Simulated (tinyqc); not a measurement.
MOS structure on a p-type body with a surface-enhanced doping, non-linear Poisson equation by Newton steps: one step of the calculation.

One dimension, insulator interface at x = 0, acceptor density Na + N0 exp(-x/Ls), net doping C = -(acceptor density). psi is counted from the intrinsic level: n = ni exp((psi - Vb)/Vt), p = ni exp(-psi/Vt); deep in the body psi_b = -Vt ln(Na/ni). The gate acts through Cox = eps0 eox/tox and has the potential psi_G = Vg - (phiM - chi - Vt ln(Nc/ni)). Boltzmann statistics, full ionisation, classical densities, no oxide or interface charge.

Problem. Scales and end potentials. ni = sqrt(Nc Nv) exp(-Eg/(2 Vt)), Eg in volts; Cox, psi_G and psi_b as defined.

Inputs (values chosen for the exercise); band and dielectric values those of a made-up semiconductor: temperature T = 400 K; band gap Eg = 1.01 eV; conduction-band density of states at T Nc = 3.28e19 cm^-3; valence-band density of states at T Nv = 3.9e19 cm^-3; electron affinity chi = 4.89 eV; acceptor density deep in the body Na = 7.7e16 cm^-3; relative permittivity of the gate insulator (close to silicon dioxide) eox = 3.9; insulator thickness tox = 11 nm; gate work function phiM = 5 eV; gate voltage against the body Vg = 1.85 V.

Constants: q = 1.602176634e-19 C, kB = 1.380649e-23 J/K, Vt = kB T/q, eps0 = 8.8541878128e-14 F/cm where lengths are in cm. Results are converted to the units shown.

Find: ni; Cox; psi_G; psi_b.

Solution.

ni = 1.5515e13 cm^-3
Cox = 0.31392 uF/cm^2
psi_G = 2.2420 V
psi_b = -0.29333 V

Computed by the program tinyqc: `OMP_NUM_THREADS=1 python tinyqc.py 2080116 2080117 out.jsonl`, one thread of a shared Intel Xeon 2.30GHz, about 0.7 s for the whole run.
